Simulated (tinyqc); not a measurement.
Shape against the ratio gamma(100)/gamma(111): equilibrium crystal shape, supported particles, Gibbs-Thomson effect and coarsening. Computed by tinyqc, a small Python program. Command: `OMP_NUM_THREADS=1 python tinyqc.py 3022503 3022504 out.jsonl wulff walk`. One thread of a shared host (Intel(R) Xeon(R) Processor @ 2.30GHz), about 0.06 s of CPU time with the checks.

A cubic crystal bounded by {100}, {110} and {111} facets only.

Inputs (values chosen for the exercise, for a model metal): lattice constant a = 3.55 angstrom; first-neighbour bond energy e1 = 0.421 eV; second-neighbour bond energy e2 = 0.11 eV.

Surface energies: broken bonds, fcc.

Constants: 1 eV/angstrom^2 = 16.02176634 J/m^2.

Method:
- A cut with normal n breaks sum_R |R.n|/(2 Omega) bonds per area (R over all neighbours of a shell) and makes two surfaces: gamma = sum over shells e_s sum_R |R.n|/(4 Omega). fcc: 12 neighbours a/2 (1,1,0), 6 at a (1,0,0), Omega = a^3/4.
- Wulff construction: the facet planes lie at distances lambda gamma from the centre, and the shape is the region inside all of them; V = (1/3) sum of area x distance. gamma_mean = sum A gamma / sum A; shape factor eta = A/V^(2/3) (4.836 for a sphere).
- gamma(110)/gamma(111) is held at the value of this crystal.

gamma (J/m^2): (100) 2.42059, (110) 2.66631, (111) 2.33851

Area fractions:
```
gamma(100)/gamma(111)   {100}    {110}    {111}     eta
0.550                  1.0000  0.00000  0.00000  6.0000
0.621                  0.9870  0.00000  0.01296  5.9498
0.745                  0.8544  0.00000  0.14559  5.6158
0.880                  0.5882  0.04210  0.36966  5.2700
1.040                  0.3355  0.11785  0.54660  5.1506
1.160                  0.2081  0.16681  0.62506  5.1774
1.350                  0.0763  0.23910  0.68463  5.2877
1.750                  0.0000  0.31686  0.68314  5.4038
```

What follows from these numbers?

{100} holds 100 % of the area in the first row and 0 % in the last; without {110} the limits are a cube below 1/sqrt(3) = 0.577 and an octahedron above sqrt(3) = 1.732. The roundest shape among these rows (eta = 5.151) is at the ratio 1.04; {110} shows in 5 rows.
